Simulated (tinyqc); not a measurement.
Inside a calculation. Model: dopant redistribution at a moving silicon-oxide interface during parabolic oxidation. Computed by tinyqc, a small Python program that keeps every step. Command: `OMP_NUM_THREADS=1 python tinyqc.py 3028717 3028718 out.jsonl segox walk`. One thread of a shared host (Intel(R) Xeon(R) Processor @ 2.30GHz), about 0.01 s of CPU time with the checks. Intermediate numbers are printed to about 7 digits and carried at full precision; extremes and crossings named in words are read from the listed rows.

Uniformly doped silicon is oxidised with x_ox = sqrt(B t); the interface advances into the silicon by alpha x_ox, alpha = 0.44. The dopant does not move in the oxide, and at the interface C(silicon) = m C(oxide).

Inputs (values chosen for the exercise, modelled on boron in silicon under steam):
```
quantity                                           value    unit
dopant prefactor D0                                0.948  cm^2/s
dopant activation energy E                          3.53      eV
oxidation prefactor B0                               391  um^2/h
oxidation activation energy E_B                    0.771      eV
segregation coefficient m = C(silicon)/C(oxide)     0.25       -
bulk doping C_B                                  3.1e+16  1/cm^3
temperature T                                       1025       C
time t                                               9.2       h
```

Constants: k_B = 8.617333262e-05 eV/K.

## Rates

D = D0 exp(-E/(k_B T)), converted with 1 cm^2/s = 3.6e11 um^2/h; B = B0 exp(-E_B/(k_B T)); s = alpha sqrt(B/(4 D)), the interface advance over 2 sqrt(D t). Temperatures in kelvin are T(C) + 273.15.

D = 0.006740191 um^2/h

B = 0.3971376 um^2/h

s = 1.688718

oxide thickness = 1.911457 um

diffusion length 2 sqrt(D t) = 0.4980352 um

The interface outruns diffusion. Caution: parabolic growth needs an oxide much thicker than the Deal-Grove length A, which fails for thin films and low temperatures; oxidation-enhanced or retarded diffusion is ignored.

## Interface concentration

With the dopant diffusivity D and s = alpha x_ox/(2 sqrt(D t)), in the silicon C = C_B + (C_s - C_B) erfc(y/(2 sqrt(D t)))/erfc(s), y from the original surface. Dopant balance at the interface gives C_s/C_B = 1/[1 + (1/(m alpha) - 1) g], g = sqrt(pi) s exp(s^2) erfc(s).

g = 0.8776389

ratio C_s/C_B = 0.1234431

C_s in the silicon = 3.826737e+15 1/cm^3

concentration in the oxide = 1.530695e+16 1/cm^3

m alpha = 0.110: the oxide takes more dopant than the consumed silicon held, so the silicon is depleted. For a very fast interface the ratio would tend to m alpha.

## Dose moved

Consumed silicon held alpha x_ox C_B; the oxide holds x_ox times the dopant concentration in the oxide; the difference is the excess in the silicon; 1 um = 1e-4 cm.

dopant in the consumed silicon = 2.607227e+12 1/cm^2

dopant in the oxide = 2.925857e+12 1/cm^2

excess in the silicon = -3.186298e+11 1/cm^2

## Profile below the interface

Depths z are counted from the present interface: y/(2 sqrt(D t)) = s + z/(2 sqrt(D t)); take z/(2 sqrt(D t)) = 0, 0.05, 0.1, 0.2, 0.3, 0.5, 0.75, 1, 1.5.

Profile:
```
z/(2 sqrt(D t))     z (um)      C/C_B
0.00             0.0000000  0.1234431
0.05             0.0249018  0.2785106
0.10             0.0498035  0.4088394
0.20             0.0996070  0.6085221
0.30             0.1494106  0.7454718
0.50             0.2490176  0.8982120
0.75             0.3735264  0.9708548
1.00             0.4980352  0.9925815
1.50             0.7470528  0.9996636
```

## Temperature and segregation coefficient

The formulas are those given above.

C_s/C_B:
```
T (C)         s     this m    m = 0.2  m = 1/alpha    m = 10
850    11.53514  0.1103650  0.0882993            1  4.345100
900     6.28348  0.1112086  0.0889910            1  4.224607
950     3.59705  0.1135213  0.0908890            1  3.933839
1000    2.15140  0.1189232  0.0953297            1  3.419747
1050    1.33772  0.1295333  0.1040835            1  2.791737
1100    0.86107  0.1473124  0.1188464            1  2.236209
1150    0.57168  0.1735852  0.1408811            1  1.833816
1200    0.39026  0.2089162  0.1709325            1  1.566520
```

s falls from 11.5 to 0.390 as T rises, because diffusion has the larger activation energy (3.53 against 0.771 eV); the ratio for this m moves from 0.110 to 0.209, towards 1. At m = 1/alpha the oxide takes exactly what the silicon held, and nothing moves. The ratio does not depend on time, since both lengths grow as sqrt(t).

Checks made by the program: excess against the integral of the profile (relative difference 3e-10).
